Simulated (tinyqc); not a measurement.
# Bandgap voltage reference from two bipolar transistors: output against temperature

Two transistors of area 1 and N carry the same current I. Is(T) = Is (T/T0)^eta exp[(Vg0 q/kB)(1/T0 - 1/T)], VBE1 = Vt ln(I/Is(T)) + I rb, VBE2 = Vt ln(I/(N Is(T))) + I rb/N. The amplifier forces I R1(T) = VBE1 - VBE2 + Vos, with R(T) = R (1 + tc (T - T0)) for both resistors, and the output is Vref = VBE1 + I R2(T). Base currents and the Early effect are neglected.

Vt = kB T/q; I = (Vt ln N + Vos)/(R1(T) - rb (1 - 1/N)).

Inputs (values chosen for the exercise); values of the order met in silicon bipolar transistors: reference temperature T0 = 300 K; band-gap voltage extrapolated to 0 K Vg0 = 1.196 V; temperature exponent of the saturation current eta = 3.8; saturation current of the unit transistor at T0 Is = 5e-16 A; area ratio of the second transistor N = 24; resistor across which the difference of VBE falls, at T0 R1 = 16 kohm; temperature coefficient of both resistors tc = -600 ppm/K; offset of the amplifier Vos = 0 mV; series resistance of the unit transistor rb = 0 ohm; output resistor at T0 R2 = 128.1 kohm.

Constants: q = 1.602176634e-19 C, kB = 1.380649e-23 J/K. Results are converted to the units shown.

Results:
```
T (K),I (uA),VBE1 (V),I R2 (V),Vref (V),Vref - Vref(T0) (mV),dVref/dT (uV/K)
218,3.556,0.7759,0.4780,1.254,0.1105,34.82
233,3.834,0.7434,0.5109,1.254,0.5228,20.35
273,4.598,0.6558,0.5986,1.254,0.6378,-13.56
298,5.095,0.6004,0.6534,1.254,0.06524,-31.92
323,5.606,0.5446,0.7082,1.253,-0.9436,-48.52
348,6.133,0.4884,0.7630,1.251,-2.348,-63.59
373,6.677,0.4318,0.8178,1.250,-4.112,-77.35
398,7.238,0.3749,0.8727,1.248,-6.206,-89.94
423,7.817,0.3177,0.9275,1.245,-8.601,-101.5
```

Estimate the missing row, T = 253 K.

Computed row:
```
T (K),I (uA),VBE1 (V),I R2 (V),Vref (V),Vref - Vref(T0) (mV),dVref/dT (uV/K)
253,4.212,0.6998,0.5547,1.254,0.7497,2.616
```

With this row back in the table: VBE1 falls by 2.24 mV/K on average and I R2 rises by 2.19 mV/K. The slope of Vref vanishes at T = 256 K. Between 233 and 398 K Vref spans 6.96 mV, or 33.7 ppm/K by the box method (span over the average over T, over 165 K).

Computed by the program tinyqc: `OMP_NUM_THREADS=1 python tinyqc.py 2062048 2062049 out.jsonl`, one thread of a shared Intel Xeon 2.30GHz, about 0.02 s for the whole run.
